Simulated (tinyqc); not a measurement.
# Implant damage, amorphisation by cascade overlap, and solid-phase epitaxial regrowth, step by step

A worked calculation. Computed by tinyqc, a small Python program that keeps every step. Command: `OMP_NUM_THREADS=1 python tinyqc.py 3110786 3110787 out.jsonl sper walk`. One thread of a shared host (Intel(R) Xeon(R) Processor @ 2.30GHz), about 0.01 s of CPU time with the checks. Intermediate numbers are printed to about 5 digits and carried at full precision; extremes and crossings named in words are read from the listed rows.

Range and width of the damage are inputs. Dynamic annealing enters only through the surviving share f.

Inputs (values chosen for the exercise, modelled on phosphorus ions in germanium):
```
quantity                            value    unit
atomic density N                     44.2  1/nm^3
ion Z1                                 15       -
ion mass M1                            31       u
target Z2                              32       -
target mass M2                      72.63       u
ion energy E                           29     keV
displacement energy E_d                15      eV
depth of the damage peak R_d           19      nm
width of the damage profile s_d       9.1      nm
share of defects that survive f      0.69       -
critical displaced share x_c         0.16       -
dose Q                            1.1e+15  1/cm^2
overlaps needed n                       1       -
area amorphised by one track A_i     0.46    nm^2
regrowth prefactor v0             1.8e+16    nm/s
regrowth energy E_a                  2.16      eV
anneal temperature                    490       C
rate relative to (100)                  1       -
peak enhancement by the dopant        1.6       -
ramp rate                              15     K/s
```

Constants: a_0 = 0.529177210903 angstrom; e^2/(4 pi eps_0) = 14.39964548 eV angstrom; k_B = 8.617333262e-05 eV/K.

## Damage energy and displacements per ion

Robinson partition: eps = E a M2/(Z1 Z2 (e^2/(4 pi eps_0)) (M1 + M2)), a = 0.8853 a_0/sqrt(Z1^(2/3) + Z2^(2/3)); k = 0.0793 Z1^(2/3) Z2^(1/2) (M1 + M2)^(3/2)/((Z1^(2/3) + Z2^(2/3))^(3/4) M1^(3/2) M2^(1/2)); damage energy T_d = E/(1 + k (eps + 0.40244 eps^(3/4) + 3.4008 eps^(1/6))); displacements nu = 0.8 T_d/(2 E_d).

reduced energy eps = 0.34268

k = 0.24276

damage energy T_d = 15.955 keV

T_d/E = 0.55019

displacements per ion nu = 425.48

45 % of the energy goes to electrons.

## The amorphous layer

Displaced share x(z) = f nu Q exp(-(z - R_d)^2/(2 s_d^2))/(sqrt(2 pi) s_d N); the layer is amorphous where x > x_c, between R_d -/+ s_d sqrt(2 ln(x_max/x_c)), the upper edge being cut at the surface. Threshold dose Q_c = Q x_c/x_max.

peak displaced share x_max = 3.2031

threshold dose Q_c = 5.4947e+13 1/cm^2

upper edge = 0 nm

lower edge = 41.278 nm

The layer reaches the surface. Caution: x above 1 counts atoms displaced more than once.

## Damage left below the interface

Displaced atoms per area beyond the lower edge z2: f nu Q (1/2) erfc((z2 - R_d)/(sqrt2 s_d)); they are not removed by regrowth.

share of the damage beyond z2 = 0.0071798

displaced atoms beyond z2 = 2.3186e+15 1/cm^2

## Layer against dose

The formulas are those given above.

Dose series; the last column is f nu Q erfc((z2 - R_d)/(sqrt2 s_d))/2:
```
Q (1/cm^2)   x_max  upper edge (nm)  lower edge (nm)  displaced atoms beyond z2 (1/cm^2)
6.04e+13    0.1759           15.041           22.959                          5.8832e+15
8.24e+13    0.2399           10.808           27.192                          4.4511e+15
1.37e+14    0.3989            6.699           31.301                          3.5486e+15
2.20e+14    0.6406            3.842           34.158                          3.0930e+15
3.85e+14    1.1211            1.043           36.957                          2.7390e+15
6.59e+14    1.9189            0.000           39.284                          2.4967e+15
1.37e+15    3.9893            0.000           42.080                          2.2535e+15
2.75e+15    8.0077            0.000           44.457                          2.0790e+15
```

A dose 46 times larger moves the lower edge from 23.0 to 44.5 nm, as the root of a logarithm, and the damage beyond it falls by a factor 2.8, since the edge lies on an ever steeper tail. The layer reaches the surface at Q_c exp(R_d^2/(2 s_d^2)) = 4.86e14 per cm^2.

## Overlap model

Gibbons model: a point turns amorphous after n + 1 hits; with y = A_i Q the amorphous share is 1 - exp(-y) sum_(k=0..n) y^k/k!. Doses are set by y.

Amorphous share:
```
y    Q (1/cm^2)  direct impact (n = 0)  given n
0.1  2.1739e+13                0.09516  0.00468
0.3  6.5217e+13                0.25918  0.03694
0.6  1.3043e+14                0.45119  0.12190
1.0  2.1739e+14                0.63212  0.26424
2.0  4.3478e+14                0.86466  0.59399
3.0  6.5217e+14                0.95021  0.80085
5.0  1.0870e+15                0.99326  0.95957
8.0  1.7391e+15                0.99966  0.99698
```

At small y the share grows as y^2; between the first rows the exponent is 1.88.

## Isothermal regrowth

v = v0 x orientation factor x exp(-E_a/(k_B T)) x [1 + (enhancement - 1) exp(-(z - R_d)^2/(2 s_d^2))], T = anneal temperature + 273.15 K; the dopant is taken to follow the damage profile; the lower front moves from the lower edge z2 to the surface, or to the middle (z1 + z2)/2 of a buried layer with upper edge z1; time = int dz/v; the equivalent undoped distance is that time times the undoped velocity.

undoped velocity = 97.907 nm/s

distance to regrow = 41.278 nm

time without enhancement = 0.42160 s

equivalent undoped distance = 31.858 nm

time with enhancement = 0.32539 s

The rate doubles for each 16 K or so near this temperature.

## Regrowth during a ramp

On a linear ramp from 200 C regrowth ends at the T_f where int v_undoped dT/(ramp rate) equals the equivalent undoped distance.

temperature at which regrowth ends = 458.37 C

Checks made by the program: tail against quadrature of x(z) N (relative difference below 1e-10).
